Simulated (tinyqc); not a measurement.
Polarisation charge from two barrier thicknesses.

Inverse problem. VT = phiB - dEc - q sigma d/(eps0 eps_r). Find sigma, phiB - dEc and the thickness at which VT = 0.

Inputs (values chosen for the exercise):
- eps_r = 9.5 (relative permittivity of barrier and channel)

Constants: q = 1.602176634e-19 C, eps0 = 8.8541878128e-14 F/cm where lengths are in cm. Results are converted to the units shown.

VT for d = 18 and 24 nm (V): -3.0111367  -4.2917689

Answer. VT is linear in d.

sigma = 1.121e13 cm^-2
phiB - dEc = 0.8308 V
thickness for VT = 0 = 3.892 nm

Computed by the program tinyqc: `OMP_NUM_THREADS=1 python tinyqc.py 2570014 2570015 out.jsonl`, one thread of a shared Intel Xeon 2.30GHz, about 0.01 s for the whole run.
